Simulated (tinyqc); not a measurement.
## Segment and feed resistance from two drops

Problem. A rail is fed at one end through Rq; K loads of Ij follow, each after a segment Rs. The drop at load j is K Ij Rq + Rs Ij sum_(l=1..j) (K - l + 1). Find Rs, Rq and the worst drop, at the middle, if the rail were fed through Rq at both ends: K Ij Rq/2 + Rs Ij K^2/8 with the load taken as continuous.

Values chosen for this exercise: number of equal loads K = 6; current of each load Ij = 0.33 mA.

drops at the first and at the last load (mV): [1.386, 2.079]

Answer. The difference of the two drops is Rs Ij K (K - 1)/2, which gives Rs; the first drop then gives Rq.

Rs = 0.140 ohm
Rq = 0.560 ohm
drop at the middle with two feeds = 0.762 mV

tinyqc, about 0.3 s, one thread, Intel Xeon 2.30GHz (shared host): `OMP_NUM_THREADS=1 python tinyqc.py 2770182 2770183 out.jsonl`
